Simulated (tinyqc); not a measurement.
Photoconductance decay in a wafer: bulk and surface recombination modes, and iron detection by pair splitting: one step, computed by the program tinyqc. Command: `OMP_NUM_THREADS=1 python tinyqc.py 3112929 3112930 out.jsonl pcd walk`. One thread of a shared host (Intel(R) Xeon(R) Processor @ 2.30GHz), about 0.01 s of CPU time with the checks.

Both faces of the wafer have the same S; injection is low and all coefficients are constant. x runs from -W/2 to W/2.

Question. Effective lifetime. Even modes cos(a x) obey b tan b = S W/(2 D) with b = a W/2, odd modes sin(a x) obey -b cot b = S W/(2 D); each decays at the rate 1/tau_b + D a^2. tau_eff is the decay time of the first mode. The surface time is 1/(D a^2) of that mode; shortcuts for it are W/(2 S), W^2/(pi^2 D) and their sum, whose error is sum/surface time - 1.

Inputs (values chosen for the exercise, modelled on p-type silicon): thickness W = 150 micrometre; diffusivity D = 33.3 cm^2/s; bulk lifetime tau_b without iron = 390 microsecond; surface recombination velocity S = 2.7 cm/s.

Give: tau_eff; surface time; W/(2 S); W^2/(pi^2 D); error of the sum; tau_eff/tau_b.

Answer.

tau_eff = 342.0 microsecond

surface time = 2778 microsecond

W/(2 S) = 2778 microsecond

W^2/(pi^2 D) = 0.6846 microsecond

error of the sum = 0.004374 %

tau_eff/tau_b = 0.8769

The surfaces are slow against diffusion, so W/(2 S) is the larger part. tau_eff is within 12 % of tau_b.
